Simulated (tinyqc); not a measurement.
Inside a calculation. Model: two-sublattice mean-field magnet: ferrimagnet, compensation points and susceptibility. Computed by tinyqc, a small Python program that keeps every step. Command: `OMP_NUM_THREADS=1 python tinyqc.py 3018653 3018654 out.jsonl ferri walk`. One thread of a shared host (Intel(R) Xeon(R) Processor @ 2.30GHz), about 0.01 s of CPU time with the checks. Intermediate numbers are printed to about 6 digits and carried at full precision; extremes and crossings named in words are read from the listed rows.

A random alloy A(1-x)B(x) with H = -sum over pairs J S_i.S_j. a = <S_A> and b = <S_B> are taken along z, a > 0. Exchange fields: h_A = (1 - x) zJ_AA a + x zJ_AB b, h_B = (1 - x) zJ_AB a + x zJ_BB b; a = S_A B_(S_A)(S_A h_A/(k_B T)) and likewise for b, with the Brillouin function B_S(y) = [(2S + 1)/(2S)] coth[(2S + 1) y/(2S)] - [1/(2S)] coth[y/(2S)].

Inputs (values chosen for the exercise, for a model ferrimagnet):

| quantity | value | unit |
|---|---|---|
| spin S_A | 2.5 | - |
| spin S_B | 3.5 | - |
| g factor g_A | 2.1 | - |
| g factor g_B | 2 | - |
| fraction x of B sites | 0.33 | - |
| z J_AA | 8.73 | meV |
| z J_BB | 0.3 | meV |
| z J_AB | -1.2 | meV |
| T over T_c | 0.39 | - |
| largest number of steps | 3000 | - |

Constants: k_B = 8.617333262e-05 eV/K.

## Ordering temperature

Linearised, T (a, b) = M (a, b) with M_ij = S_i (S_i + 1) c_j zJ_ij/(3 k_B), c_A = 1 - x, c_B = x. T_c is the larger eigenvalue, and its eigenvector gives b/a at onset, (T_c - M_AA)/M_AB.

M (K):
```
         A        B
A  197.972  -13.403
B  -48.983    6.031
```

eigenvalues (K): 2.670  201.333

T_c = 201.333 K

b/a at onset = -0.250805

T = 78.5200 K

The antiferromagnetic A-B coupling raises T_c by 3 K over that of A alone.

## First step

Start from a = S_A, b = -S_B and apply the equations once.

h_A = 16.00875 meV

h_B = -2.3565 meV

new a = 2.39642

new b = -1.62537

## Self-consistent moments

Repeat from a = S_A, b = -S_B until a and b change by less than 1e-10.

Iteration:

| step | a | b | largest change |
|---|---|---|---|
| 1 | 2.50000 | -3.50000 | 1.87463e+00 |
| 2 | 2.39642 | -1.62537 | 1.51575e-01 |
| 3 | 2.37064 | -1.47379 | 2.09488e-02 |
| 4 | 2.36600 | -1.45284 | 3.42067e-03 |
| 5 | 2.36520 | -1.44942 | 5.78169e-04 |
| 6 | 2.36506 | -1.44884 | 9.83393e-05 |
| ... | ... | ... | ... |
| 9 | 2.36503 | -1.44873 | 4.85694e-07 |
| 10 | 2.36503 | -1.44873 | 8.27207e-08 |
| 11 | 2.36503 | -1.44873 | 1.40885e-08 |
| 12 | 2.36503 | -1.44873 | 2.39949e-09 |
| 13 | 2.36503 | -1.44873 | 4.08668e-10 |
| 14 | 2.36503 | -1.44873 | 6.96019e-11 |

a = 2.36503

b = -1.44873

last change = 6.96019e-11

a is at 95 % and b at 41 % of saturation: the B spins feel the weaker field per spin and lose their order faster.

## Net moment and spin

Net moment m = (1 - x) g_A a + x g_B b in mu_B per site; net spin s = (1 - x) a + x b. At T = 0, a = S_A and b = -S_B. Effective g = m/s.

net moment m = 2.37144 mu_B

net spin s = 1.10649

m at T = 0 = 1.2075 mu_B

effective g = 2.14321

A dominates at T, as at T = 0.

## Compensation temperatures

Net moment m = (1 - x) g_A a + x g_B b in mu_B per site; net spin s = (1 - x) a + x b. T_M: m = 0; T_A: s = 0; searched between 0.02 and 0.97 T_c, and given as 0 if there is no change of sign.

magnetic compensation T_M = 0 K

angular-momentum compensation T_A = 0 K

No compensation in this range.

## Moments against temperature

The formulas are those given above.

Sublattices:

| T/T_c | T (K) | a/S_A | -b/S_B | m (mu_B) |
|---|---|---|---|---|
| 0.05 | 10.067 | 1.000000 | 0.979598 | 1.25463 |
| 0.15 | 30.200 | 0.999044 | 0.798830 | 1.66884 |
| 0.30 | 60.400 | 0.976295 | 0.527629 | 2.21529 |
| 0.45 | 90.600 | 0.919401 | 0.354834 | 2.41433 |
| 0.60 | 120.800 | 0.828555 | 0.244794 | 2.34897 |
| 0.72 | 144.960 | 0.723105 | 0.179145 | 2.12970 |
| 0.84 | 169.120 | 0.569244 | 0.121221 | 1.72229 |
| 0.92 | 185.227 | 0.413138 | 0.080405 | 1.26748 |
| 0.97 | 195.293 | 0.257038 | 0.047464 | 0.79449 |

At 0.45 T_c A keeps 0.92 and B 0.35 of saturation. |m| first rises, to 2.414 at 0.45 T_c, because the minority sublattice falls faster (type P).

## Susceptibility above T_c

With a field B, T (a, b) = M (a, b) + (mu_B B/(3 k_B)) (g_A S_A (S_A + 1), g_B S_B (S_B + 1)). chi = m/B per site; C = mu_B [(1 - x) g_A^2 S_A (S_A + 1) + x g_B^2 S_B (S_B + 1)]/(3 k_B); the table gives C/chi, which tends to T - theta.

Inverse susceptibility:

| T (K) | C/chi (K) | T - C/chi (K) |
|---|---|---|
| 205.36 | 9.24 | 196.117 |
| 221.47 | 42.19 | 179.277 |
| 251.67 | 93.10 | 158.563 |
| 302.00 | 162.93 | 139.073 |
| 402.67 | 281.96 | 120.701 |
| 604.00 | 497.25 | 106.746 |
| 1006.67 | 908.88 | 97.785 |
| 2013.33 | 1921.30 | 92.032 |

T - C/chi sinks from 196 K just above T_c to 92 K at 10 T_c, on its way to the asymptotic theta. The curve of 1/chi is a hyperbola that bends down to zero at T_c = 201 K, so a Curie-Weiss line fitted at high T misses T_c.

Checks made by the program: the fixed point (relative difference below 1e-10).
